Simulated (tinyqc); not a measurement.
Fermi-Dirac statistics of conduction electrons: one step. Mean energy, Einstein relation and screening. Four cases, with inputs chosen for the exercise.

Task: Mean kinetic energy <E> = (3/2) kT F_3/2/F_1/2; D/mu = (kT/e) F_1/2/F_-1/2; dn/dEF = (Nc/kT) F_-1/2; screening length L = (4 pi (e^2/(4 pi eps0)) (dn/dEF)/eps)^(-1/2), with dn/dEF in 1/(angstrom^3 eV) (1/cm^3 = 1e-24/angstrom^3).

F_j(eta) = (1/Gamma(j + 1)) integral_0^infinity x^j dx/(1 + exp(x - eta)), which tends to exp(eta) for eta << 0.

Constants: e^2/(4 pi eps0) = 14.39964547 eV angstrom.

Give: F_-1/2, F_1/2, F_3/2; <E>; D/mu; dn/dEF; L.

Case 1.

Values chosen (out of a larger set: near those of Ge, lowest valleys alone; not measured data): eps = 15.9 (static dielectric constant).

eta = -0.1350003
kT = 0.00663535 eV
Nc = 1.353910e+18 1/cm^3

Result:

F_-1/2, F_1/2, F_3/2: [0.5547, 0.6869, 0.7693]

<E> = 11.15 meV
D/mu = 8.22 mV
dn/dEF = 1.132e+20 1/(cm^3 eV)
L = 27.86 angstrom

EF lies within 2 kT of the edge. D/mu is 1.238 times kT/e and <E> is 1.120 times (3/2) kT; the Debye formula, with n/kT in place of dn/dEF, would give L = 25.04 angstrom.

Case 2.

Values chosen (out of a larger set: near those of GaAs, lowest valleys alone; not measured data): eps = 12.9 (static dielectric constant).

eta = 2.5562633
kT = 0.02585200 eV
Nc = 4.322756e+17 1/cm^3

Result:

F_-1/2, F_1/2, F_3/2: [1.688, 3.701, 5.974]

<E> = 62.59 meV
D/mu = 56.68 mV
dn/dEF = 2.823e+19 1/(cm^3 eV)
L = 50.25 angstrom

The gas is degenerate. D/mu is 2.193 times kT/e and <E> is 1.614 times (3/2) kT; the Debye formula, with n/kT in place of dn/dEF, would give L = 33.94 angstrom.

Case 3.

Values chosen (out of a larger set: near those of GaN, lowest valleys alone; not measured data): eps = 9.24 (static dielectric constant).

eta = -2.6004224
kT = 0.02585200 eV
Nc = 2.210904e+18 1/cm^3

Result:

F_-1/2, F_1/2, F_3/2: [0.07057, 0.07237, 0.07329]

<E> = 39.27 meV
D/mu = 26.51 mV
dn/dEF = 6.035e+18 1/(cm^3 eV)
L = 91.99 angstrom

The gas is nearly non-degenerate. D/mu is 1.026 times kT/e and <E> is 1.013 times (3/2) kT; the Debye formula, with n/kT in place of dn/dEF, would give L = 90.83 angstrom.

Case 4.

Values chosen (out of a larger set: near those of GaAs, lowest valleys alone; not measured data): eps = 12.4 (static dielectric constant).

eta = -0.2486309
kT = 0.01723467 eV
Nc = 2.395470e+17 1/cm^3

Result:

F_-1/2, F_1/2, F_3/2: [0.5143, 0.6262, 0.6947]

<E> = 28.68 meV
D/mu = 20.99 mV
dn/dEF = 7.148e+18 1/(cm^3 eV)
L = 97.91 angstrom

EF lies within 2 kT of the edge. D/mu is 1.218 times kT/e and <E> is 1.109 times (3/2) kT; the Debye formula, with n/kT in place of dn/dEF, would give L = 88.73 angstrom.

Computed by tinyqc, one run a case: `OMP_NUM_THREADS=1 python tinyqc.py N N+1 out.jsonl` with N = 1652772, 1680138, 1680152, 1680202; one thread of a shared Intel(R) Xeon(R) Processor @ 2.30GHz, about 0.01 s a run at most.
